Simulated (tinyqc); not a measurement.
Growth of a silicide layer between metal and silicon: linear-parabolic kinetics, ramp anneals and Kissinger analysis: one step, computed by the program tinyqc.

One compound layer of thickness x grows by diffusion through itself and reaction at an interface, dx/dt = 1/(2x/K + 1/v), until the metal is used up at x = a h.

Task: Geometry at full reaction. Silicon consumed b h, sheet resistance rho/(final thickness) with 1 micro-ohm cm/nm = 10 ohm; margin to the junction x_j - b h.

Inputs (values chosen for the exercise, modelled on Ni2Si):
```
quantity                                value          unit
metal thickness h                          28            nm
silicon consumed per metal thickness b   0.91             -
silicide resistivity                       25  micro-ohm cm
junction depth x_j                         48            nm
```

final thickness = 41.16 nm

Give: silicon consumed; sheet resistance; margin to the junction.

Result:

silicon consumed = 25.48 nm

sheet resistance = 6.074 ohm/square

margin to the junction = 22.52 nm

The layer takes 53 % of the junction depth; its surface lies 15.68 nm above the original silicon surface.
